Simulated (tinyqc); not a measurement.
Straight dislocations in isotropic elasticity: fields, energies, partials, Peierls stress and walls: one step, computed by the program tinyqc. Command: `OMP_NUM_THREADS=1 python tinyqc.py 3000333 3000334 out.jsonl disloc walk`. One thread of a shared host (Intel(R) Xeon(R) Processor @ 2.30GHz), about 0.01 s of CPU time with the checks.

The line runs along z, the glide plane is y = 0, and beta is the angle between b and the line (0 screw, 90 degrees edge): b_e = b sin(beta) along +x with the extra half plane at y > 0, b_s = b cos(beta). Stress is positive in tension.

Problem. Stress at a point. With D = G b_e/(2 pi (1 - nu)), S = G b_s/(2 pi), r^2 = x^2 + y^2: s_xx = -D y (3x^2 + y^2)/r^4, s_yy = D y (x^2 - y^2)/r^4, s_xy = D x (x^2 - y^2)/r^4, s_zz = nu (s_xx + s_yy), s_xz = -S y/r^2, s_yz = S x/r^2. Pressure p = -trace/3.

Inputs (values chosen for the exercise, modelled on nickel): shear modulus G = 82.1 GPa; Poisson ratio nu = 0.303; Burgers vector b = 2.492 angstrom.

Character: screw.

field point (x, y) (nm): 5.3  -8.6

Give: stress; pressure p.

Solution.

stress (MPa):
```
        x       y       z
x    0.00    0.00  274.41
y    0.00    0.00  169.11
z  274.41  169.11    0.00
```

pressure p = 0 MPa

A screw dislocation has pure shear and no pressure field.
